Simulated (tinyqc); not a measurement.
Interface traps from C-V curves, high-low and Terman methods: two steps of the calculation.

MOS capacitor on an n-type substrate; psi is the band bending, negative in depletion; only majority carriers are counted. At the bending psi the Fermi level lies y = xi - psi below the conduction edge at the surface, xi = Vt ln(Nc/Nd). Dit(y) = D0 + D1 exp(-y/E1); traps fill up to the Fermi level, follow the bias and a slow signal, and do not follow a fast one. V is the gate voltage from flat band.

Constants: q = 1.602176634e-19 C. Results are converted to the units shown.

Problem 1. High-low extraction. q Dit = (1/C_LF - 1/Cox)^(-1) - (1/C_HF - 1/Cox)^(-1) at each point.

```
point	C_HF (nF/cm^2)	C_LF (nF/cm^2)
0	61.007541	221.29164
1	65.567065	255.90225
2	71.350319	298.02120
3	79.030731	348.87522
4	89.948531	409.80592
5	107.23950	482.57167
6	139.88385	570.75170
7	217.99220	685.12379
```

Cox = 1726.5666 nF/cm^2

Find: Dit by high-low.

Solution 1.

Dit by high-low, point 0 to 7 (cm^-2 eV^-1): 1.1895e12  1.4497e12  1.7836e12  2.2120e12  2.7616e12  3.4667e12  4.3714e12  5.5321e12

Problem 2. Terman extraction. psi at each point follows from C_HF and the ideal curve. Dit = (Cox/q) d(V - V0)/dpsi by central differences over the two neighbours.

```
point	psi (V)	V0 (V)	V (V)
0	-0.34000000	-0.36364506	-0.45835800
1	-0.29514286	-0.31708341	-0.40632580
2	-0.25028571	-0.27037768	-0.35291938
3	-0.20542857	-0.22348367	-0.29774640
4	-0.16057143	-0.17632859	-0.24028743
5	-0.11571429	-0.12877648	-0.17983342
6	-0.07085714	-0.08052012	-0.11534190
7	-0.02600000	-0.03066770	-0.04497773
```

Cox = 1726.5666 nF/cm^2

Wanted: Dit by Terman.

Solution 2.

Dit by Terman, point 1 to 6 (cm^-2 eV^-1): 1.4620e12  1.7993e12  2.2322e12  2.7875e12  3.4999e12  4.4140e12

The differences overstate the curved tail; the largest error is 0.97 %, at point 6.

Range of the model: In a narrow-gap semiconductor minority carriers respond as well once the bending nears the inversion point; they are left out.

Numbers from tinyqc (`OMP_NUM_THREADS=1 python tinyqc.py 2030080 2030081 out.jsonl`; about 0.01 s on one thread of a shared Intel Xeon 2.30GHz).
